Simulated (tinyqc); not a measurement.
Adsorption as a lattice gas: isotherms with interactions, competition, desorption peaks and saturation dose: one step, computed by the program tinyqc. Command: `OMP_NUM_THREADS=1 python tinyqc.py 3015806 3015807 out.jsonl adsorb walk`. One thread of a shared host (Intel(R) Xeon(R) Processor @ 2.30GHz), about 0.1 s of CPU time with the checks.

One adsorbate per site; a molecule needs 1 empty site. Gas and surface have the same temperature.

Question. Desorption peak without interaction. The peak obeys E/(k_B T_p^2) = (nu/beta) exp(-E/(k_B T_p)) exactly. Redhead's shortcut, with the constant 3.46 (3.64 is also in use), reads E back as k_B T_p [ln(nu' T_p/beta) - 3.46], nu' = nu.

Inputs (values chosen for the exercise, for a model surface): desorption energy E = 1 eV; prefactor nu = 6.3e+13 1/s; heating rate beta = 0.81 K/s.

Adsorption: molecular (first order).

Constants: k_B = 8.617333262e-05 eV/K.

Give: peak temperature T_p; E by Redhead's shortcut.

Answer.

peak temperature T_p = 338.57 K

E by Redhead's shortcut = 1.0022 eV

The shortcut misses by +0.22 %, since 3.46 stands for ln(E/(k_B T_p)) = 3.53. A prefactor wrong by a factor 100 would shift E by 0.134 eV.
